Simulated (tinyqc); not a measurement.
From majority density n back to donor depth E_D: charge neutrality of a doped semiconductor with incomplete ionisation. Computed by tinyqc, a small Python program. Command: `OMP_NUM_THREADS=1 python tinyqc.py 3002980 3002981 out.jsonl dopant inv`. One thread of a shared host (Intel(R) Xeon(R) Processor @ 2.30GHz), about 0.09 s of CPU time with the checks.

Energies are counted from the top of the valence band; E_D is measured down from the conduction band and E_A up from the valence band.

Inputs (values chosen for the exercise, modelled on CdTe): gap at 0 K E_g0 = 1.6 eV; Varshni alpha = 0.00032 eV/K; Varshni beta = 109 K; electron mass m_e = 0.0953 m_0; valleys M_c = 1; hole mass m_h = 0.608 m_0; donor density N_D = 9e+14 cm^-3; acceptor density N_A = 2.4e+13 cm^-3; acceptor depth E_A = 0.0591 eV; donor degeneracy g_D = 2; acceptor degeneracy g_A = 4; temperature T = 60 K; iteration cap = 60.

Doping: n-type, compensated. Statistics of the bands: Fermi-Dirac. Solver: Newton steps on the logarithm. Start of Newton steps: intrinsic level E_i.

Constants: m_0 = 9.1093837015e-31 kg; k_B = 1.380649e-23 J/K; h = 6.62607015e-34 J s; k_B = 8.617333262e-05 eV/K.

Method:
- E_g = E_g0 - alpha T^2/(T + beta).
- N_c = 2 M_c (2 pi m_e k_B T/h^2)^(3/2) and N_v = 2 (2 pi m_h k_B T/h^2)^(3/2), masses in units of m_0.
- n_i = sqrt(N_c N_v) exp(-E_g/(2 k_B T)); E_i = E_g/2 + (k_B T/2) ln(N_v/N_c).
- n = N_c F_1/2((E_F - E_g)/k_B T), p = N_v F_1/2(-E_F/k_B T).
- F_1/2(eta) = (2/sqrt(pi)) int_0^infinity sqrt(x)/(1 + exp(x - eta)) dx, by the trapezoid rule in t = sqrt(x) with step 0.02 up to t = 12 (for eta < -12 by exp(eta) - exp(2 eta)/2^(3/2)).
- N_D+ = N_D/(1 + g_D exp((E_F - E_g + E_D)/k_B T)).
- N_A- = N_A/(1 + g_A exp((E_A - E_F)/k_B T)).
- Neutrality: p + N_D+ = n + N_A-; the log ratio is ln[(p + N_D+)/(n + N_A-)].
- Newton steps from the start named, with the slope from a central difference of 1e-6 eV; the function is the log ratio y = ln[(p + N_D+)/(n + N_A-)]; the bracket -0.3 to E_g + 0.3 eV is narrowed by the sign of y at each step, and a step that would leave it is replaced by its midpoint; stop when |log ratio| < 1e-9.

Problem. A run gave the result below. Find the donor depth E_D, known to lie between 0.013 and 0.021 eV.

majority density n = 6.623104e+14 cm^-3

Solution.

Each step takes the trial c = (a f_b - b f_a)/(f_b - f_a), f being the result less the target and a, b, c the logarithms of the listed values; c replaces end b, the old b replaces a if the sign of f changed, and otherwise f_a is halved.

Scan of the range:
```
donor depth E_D (eV)  majority density n (cm^-3)
0.0130                               6.90597e+14
0.0141                               6.63824e+14
0.0153                               6.32601e+14
0.0165                               5.99655e+14
0.0179                               5.59647e+14
0.0194                               5.15740e+14
0.0210                               4.68753e+14
```

False position (Illinois rule, in the logarithm of the input) inside the bracket:
```
step      end a      end b      trial  majority density n (cm^-3)
1     0.0141000  0.0153000  0.0141560                 6.62413e+14
2     0.0153000  0.0141560  0.0141597                 6.62317e+14
3     0.0153000  0.0141597  0.0141602                 6.62304e+14
4     0.0141597  0.0141602  0.0141600                 6.62310e+14
5     0.0141597  0.0141600  0.0141600                 6.62310e+14
6     0.0141600  0.0141600  0.0141600                 6.62310e+14
7     0.0141600  0.0141600  0.0141600                 6.62310e+14
8     0.0141600  0.0141600  0.0141600                 6.62310e+14
9     0.0141600  0.0141600  0.0141600                 6.62310e+14
10    0.0141600  0.0141600  0.0141600                 6.62310e+14
11    0.0141600  0.0141600  0.0141600                 6.62310e+14
12    0.0141600  0.0141600  0.0141600                 6.62310e+14
```

Majority density n falls at every point of a 13-point scan of the range (every second point is shown), so one value fits; it is bracketed by 0.0141 and 0.0153. Answer: donor depth E_D = 0.01416 eV.
